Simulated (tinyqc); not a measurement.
Lifetime from the storage time.

Question. In the charge-control model of a long diode dQ/dt = -Ir - Q/tau after the current is switched from If to -Ir, with Q(0) = If tau; the storage time ends at Q = 0. Find tau, the stored charge and the share of it that leaves through the terminals.

forward and reverse current (mA): 1.1  1.2
storage time = 383.84666 ns

Answer. Integrating gives ts = tau ln(1 + If/Ir). The extracted charge is Ir ts; the rest recombines.

tau = 590.0 ns
stored charge = 0.6490 nC
share extracted = 70.97 %

Program tinyqc, `OMP_NUM_THREADS=1 python tinyqc.py 2230024 2230025 out.jsonl`; Intel Xeon 2.30GHz, shared host, one thread, about 0.01 s.
